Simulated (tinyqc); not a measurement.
Inside a calculation. Method: CIS on RHF in the sto-6g basis, for H2, spin multiplicity 1. One step of it, computed by the program tinyqc.

Task: CIS matrix, singlets. A(ia,jb) = (e_a - e_i) d_ij d_ab + 2 (ia|jb) - (ij|ab).

orbital energies (hartree): MO1 -0.503830, MO2 0.484890

Two-electron integrals over orbitals (pq|rs), unique and non-zero (hartree):
```
(11|11) 0.635012   (21|21) 0.194105   (22|11) 0.629396   (22|22) 0.661432
```

Give: CIS matrix A, singlet.

Result:

CIS matrix A, singlet (hartree):
```
       1>2
1>2  0.748
```
